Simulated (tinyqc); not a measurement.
Exchange-split free-electron bands and tunnelling magnetoresistance: one step. Transmissions. Four cases, with inputs chosen for the exercise.

Task: Evaluate kappa and the three T.

Barrier: kappa = sqrt(mb phi/c), c = hbar^2/2m0. With a = k1/m, b = k2/m, w = kappa/mb, the transmission at normal incidence is T(k1, k2) = 4 a b w^2/[w^2 (a + b)^2 + (w^2 + a^2)(w^2 + b^2) sinh^2(kappa d)]. Parallel: G_P = T(up, up) + T(dn, dn); antiparallel: G_AP = 2 T(up, dn); TMR = (G_P - G_AP)/G_AP. Julliere: TMR = 2 P^2/(1 - P^2). Slonczewski factor: P_eff = P_k (w^2 - a_up a_dn)/(w^2 + a_up a_dn), P_k = (k_up - k_dn)/(k_up + k_dn).

Constants: hbar^2/2m0 = 3.80998211 eV angstrom^2.

Give: kappa; kappa d; T.

Case 1.

Values chosen: m = 0.93 m0 (mass in the electrodes); mb = 0.51 m0 (mass in the barrier); phi = 1.65 eV (barrier height above EF); d = 10.3 angstrom (barrier thickness).

k_up, k_dn (1/angstrom): 1.478884  0.742736

Result:

kappa = 0.4700 1/angstrom
kappa d = 4.841

T: up-up 0.0001880, dn-dn 0.0002447, up-dn 0.0002145

The minority channel transmits more, by a factor 1.3; the common factor exp(-2 kappa d) is 6.24e-05.

Case 2.

Values chosen: m = 0.9 m0 (mass in the electrodes); mb = 0.68 m0 (mass in the barrier); phi = 2.88 eV (barrier height above EF); d = 14 angstrom (barrier thickness).

k_up, k_dn (1/angstrom): 1.074767  0.478680

Result:

kappa = 0.7170 1/angstrom
kappa d = 10.037

T: up-up 7.534e-09, dn-dn 4.949e-09, up-dn 6.107e-09

The majority channel transmits more, by a factor 1.52; the common factor exp(-2 kappa d) is 1.91e-09.

Case 3.

Values chosen: m = 0.88 m0 (mass in the electrodes); mb = 0.37 m0 (mass in the barrier); phi = 1.74 eV (barrier height above EF); d = 16.5 angstrom (barrier thickness).

k_up, k_dn (1/angstrom): 1.018364  0.307731

Result:

kappa = 0.4111 1/angstrom
kappa d = 6.783

T: up-up 5.129e-06, dn-dn 1.685e-06, up-dn 2.940e-06

The majority channel transmits more, by a factor 3.04; the common factor exp(-2 kappa d) is 1.28e-06.

Case 4.

Values chosen: m = 1.26 m0 (mass in the electrodes); mb = 0.75 m0 (mass in the barrier); phi = 2.96 eV (barrier height above EF); d = 9.2 angstrom (barrier thickness).

k_up, k_dn (1/angstrom): 1.261236  0.991065

Result:

kappa = 0.7633 1/angstrom
kappa d = 7.023

T: up-up 3.178e-06, dn-dn 2.977e-06, up-dn 3.075e-06

The majority channel transmits more, by a factor 1.07; the common factor exp(-2 kappa d) is 7.95e-07.

Computed by tinyqc, one run a case: `OMP_NUM_THREADS=1 python tinyqc.py N N+1 out.jsonl` with N = 1650293, 1650427, 1651256, 1651445; one thread of a shared Intel(R) Xeon(R) Processor @ 2.30GHz, about 0.01 s a run at most.
